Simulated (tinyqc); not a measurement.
# On-chip interconnect, size-dependent resistivity and RC delay: two metals against line width

A rectangular line between two neighbours and two ground planes. Surface and grain-boundary scattering are added to the bulk resistivity as corrections; capacitances are parallel-plate values without fringing; inductance is ignored.

Metal width x = wd - 2 tl, height y = AR wd - tl; grain boundaries (Mayadas-Shatzkes): al = (lam/(gr x)) Rg/(1 - Rg), g = 1/[1 - 3 al/2 + 3 al^2 - 3 al^3 ln(1 + 1/al)] - 1; surfaces (Fuchs-Sondheimer, thick limit): s = (3/8) lam (1 - ps)(1/x + 1/y); rho = rho0 (1 + g + s); r = rho/(x y). The second metal has rho2, lam2 and tl2 in place of rho0, lam and tl; ps, Rg, gr and AR are shared.

Values chosen for this exercise; metal values close to those of copper:
- rho0 = 1.65 uohm cm (bulk resistivity)
- lam = 40.4 nm (bulk mean free path)
- ps = 0.1 (specular share of surface scattering)
- Rg = 0.24 (reflection coefficient of grain boundaries)
- gr = 1 (grain size over the metal width)
- AR = 1.7 (aspect ratio, height over width)
- tl = 2.8 nm (liner on both walls and the bottom, not conducting)
- sp = 60 nm (space to the neighbouring lines)
- hd = 91 nm (dielectric height to the planes above and below)
- ek = 2.2 (relative permittivity of the dielectric)
- Mf = 1 (Miller factor of the neighbours)
- rho2 = 5.29 uohm cm (bulk resistivity of the second metal (close to tungsten))
- lam2 = 15.8 nm (mean free path of the second metal)
- tl2 = 0.4 nm (liner of the second metal)

Constants: eps0 = 8.8541878128e-12 F/m. Results are converted to the units shown.

Two metals against line width:
```
wd (nm)  rho, first (uohm cm)  rho, second (uohm cm)  r, first (ohm/um)  r, second (ohm/um)  ratio second/first
8                      24.902                 16.439             9607.3              1729.7             0.18004
10                     14.820                 14.067             2371.9              921.11             0.38834
13                     9.7337                 11.950             681.53              451.38             0.66230
17                     7.0235                 10.333             236.05              223.81             0.94816
22                     5.4508                 9.1624             96.059              116.81              1.2160
30                     4.2463                 8.1156             36.105              54.927              1.5213
45                     3.2836                 7.1670             11.308              21.307              1.8843
70                     2.6621                 6.4946             3.5574              7.9134              2.2245
120                    2.2260                 5.9923            0.96712              2.4691              2.5531
```

The resistivity of the first metal falls from 24.9 to 2.23 uohm cm and that of the second goes from 16.4 to 5.99 uohm cm as the line widens. The products rho0 lam, which set the size effect, are 66.7 and 83.6 uohm cm nm. The two resistances cross at wd = 17.9 nm: below it the second metal gives the lower line resistance. For widths well under the mean free path the thick-limit surface term is only a guide.

Range of the model: The metal width is under the mean free path, where the thick-limit surface term and the simple sum of corrections lose accuracy.

tinyqc, about 0.01 s, one thread, Intel Xeon 2.30GHz (shared host): `OMP_NUM_THREADS=1 python tinyqc.py 2100147 2100148 out.jsonl`
